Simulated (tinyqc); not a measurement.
Worked calculation: tight binding, kagome lattice. One step of it, computed by the program tinyqc.

Problem. Levels at k. Diagonalise the Hermitian matrix.

H(k) at k (eV), lower triangle (Hermitian):
```
                     A                    B          C
A             0.000000
B  -3.466280-0.218080i             0.000000
C  -2.762746+1.407690i  -2.578251+1.524774i  -0.090000
```

Give: eigenvalues; weights |c|^2 of the basis functions.

Solution.

eigenvalues (eV): -6.4124  2.8430  3.4793

weights |c|^2 of the basis functions:
```
   band 1  band 2  band 3
A  0.3448  0.1076  0.5476
B  0.3378  0.2166  0.4456
C  0.3174  0.6758  0.0068
```
